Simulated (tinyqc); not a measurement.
# An infinitely deep well in a field (quantum-confined Stark shift), Airy functions: two studies

Hard walls at x = -L/2 and +L/2; between them U(x) = -F x (eV, zero at the centre). C = hbar^2/(2 m0), e = (C F^2/m1)^(1/3), z1 = (F L/2 - E)/e at the left wall and z2 = (-F L/2 - E)/e at the right wall. Levels are the roots of D(E) = Ai(z1) Bi(z2) - Ai(z2) Bi(z1).

Values chosen for this exercise:
```
symbol,value,unit,meaning
m1,0.038,m0,mass
L,11.3,nm,well width
F,0.015,V/nm,field
```

Constants: q = 1.602176634e-19 C, hbar = 1.054571817e-34 J s, m0 = 9.1093837015e-31 kg, hbar^2/(2 m0) = 0.0380998212 eV nm^2. Results are converted to the units shown.

Each table varies one quantity; the others keep the values above.

## The Stark shift against mass

Exact shifts E_n(F) - E_n(0) from the roots of D; <x> = -dE_1/dF. E_n(0) = C (n pi/L)^2/m1; second-order shift m1 F^2 L^4 (1 - 15/(pi n)^2)/(48 C pi^2 n^2).

The Stark shift against mass:
```
m1 (m0),F L/E_1(0),shift of level 1 (meV),"second order, 1 (meV)",shift of level 2 (meV),"second order, 2 (meV)",<x> of level 1 (nm)
0.0097,0.5583,-1.024,-1.025,0.3050,0.3056,0.1365
0.013,0.7483,-1.372,-1.373,0.4081,0.4096,0.1827
0.018,1.036,-1.898,-1.902,0.5632,0.5671,0.2525
0.025,1.439,-2.631,-2.641,0.7773,0.7877,0.3493
0.035,2.015,-3.669,-3.698,1.075,1.103,0.4854
0.048,2.763,-4.998,-5.071,1.441,1.512,0.6569
0.066,3.799,-6.787,-6.973,1.900,2.079,0.8817
0.091,5.238,-9.153,-9.614,2.423,2.867,1.166
```

The shift of level 1 falls from -1.02 to -9.15 meV, as m1^(1.00) between the first two rows and m1^(0.93) between the last two (second order: power 1). Second order is 0.061 % above it in size in the first row and 5.0 % above it in the last. The shift of level 2 rises from 0.305 to 2.42 meV.

## The Stark shift against well width

Same model as above.

The Stark shift against well width:
```
L (nm),F L/E_1(0),shift of level 1 (meV),"second order, 1 (meV)",shift of level 2 (meV),"second order, 2 (meV)",<x> of level 1 (nm)
6.6,0.4358,-0.4671,-0.4672,0.1392,0.1393,0.06225
8.2,0.8358,-1.112,-1.113,0.3305,0.3320,0.1480
9.7,1.383,-2.172,-2.180,0.6422,0.6501,0.2885
11.2,2.130,-3.841,-3.875,1.123,1.155,0.5077
12.7,3.105,-6.289,-6.406,1.798,1.910,0.8237
14.2,4.340,-9.670,-10.01,2.656,2.986,1.247
15.7,5.866,-14.08,-14.96,3.619,4.461,1.776
17.3,7.849,-19.96,-22.06,4.571,6.577,2.438
```

Read the table: what changes, and by how much?

The shift of level 1 falls from -0.467 to -20.0 meV, as L^(4.00) between the first two rows and L^(3.59) between the last two (second order: power 4). Second order is 0.037 % above it in size in the first row and 11 % above it in the last. The shift of level 2 rises from 0.139 to 4.57 meV.

Numbers from tinyqc (`OMP_NUM_THREADS=1 python tinyqc.py 2580117 2580118 out.jsonl`; about 0.03 s on one thread of a shared Intel Xeon 2.30GHz).
